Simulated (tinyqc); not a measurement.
Worked calculation: UKS/LDA (VWN5) in the sto-6g basis, for H3, spin multiplicity 2. One step of it, computed by the program tinyqc.

Task: Iteration 1: diagonalisation and new density. Diagonalise F' = X^T F X, C = X C', fill 2 alpha and 1 beta electrons from the bottom; D(s) = C_occ C_occ^T. Each column has its largest component positive (the first on a tie).

F(alpha) (hartree), order 1H 1s, 2H 1s, 3H 1s:
```
[[-0.197098, -0.181710, -0.145535],
 [-0.181710, -0.197098, -0.145535],
 [-0.145535, -0.145535, -0.073054]]
```

F(beta) (hartree), order 1H 1s, 2H 1s, 3H 1s:
```
[[-0.162372, -0.173207, -0.133537],
 [-0.173207, -0.162372, -0.133537],
 [-0.133537, -0.133537, 0.046082]]
```

X, order 1H 1s, 2H 1s, 3H 1s:
```
[[0.843178, -0.452148, 0.473537],
 [-0.843178, -0.452148, 0.473537],
 [0.000000, 0.954096, 0.448821]]
```

Give: F' = X^T F X; orbital energies; coefficients C; F' = X^T F X; orbital energies; coefficients C; D(alpha) after iteration 1; D(beta) after iteration 1.

Result:

F' = X^T F X (alpha) (hartree):
```
[[-0.022, 0.000, 0.000],
 [0.000, 0.030, 0.058],
 [0.000, 0.058, -0.308]]
```

orbital energies (alpha) (hartree): [-0.318, -0.022, 0.040]

coefficients C (alpha), order 1H 1s, 2H 1s, 3H 1s:
```
[[0.542, 0.843, -0.367],
 [0.542, -0.843, -0.367],
 [0.284, 0.000, 1.015]]
```

F' = X^T F X (beta) (hartree):
```
[[0.015, 0.000, 0.000],
 [0.000, 0.135, 0.097],
 [0.000, 0.097, -0.255]]
```

orbital energies (beta) (hartree): [-0.278, 0.015, 0.158]

coefficients C (beta), order 1H 1s, 2H 1s, 3H 1s:
```
[[0.564, 0.843, -0.332],
 [0.564, -0.843, -0.332],
 [0.219, 0.000, 1.031]]
```

D(alpha) after iteration 1, order 1H 1s, 2H 1s, 3H 1s:
```
[[1.005, -0.417, 0.154],
 [-0.417, 1.005, 0.154],
 [0.154, 0.154, 0.081]]
```

D(beta) after iteration 1, order 1H 1s, 2H 1s, 3H 1s:
```
[[0.319, 0.319, 0.123],
 [0.319, 0.319, 0.123],
 [0.123, 0.123, 0.048]]
```
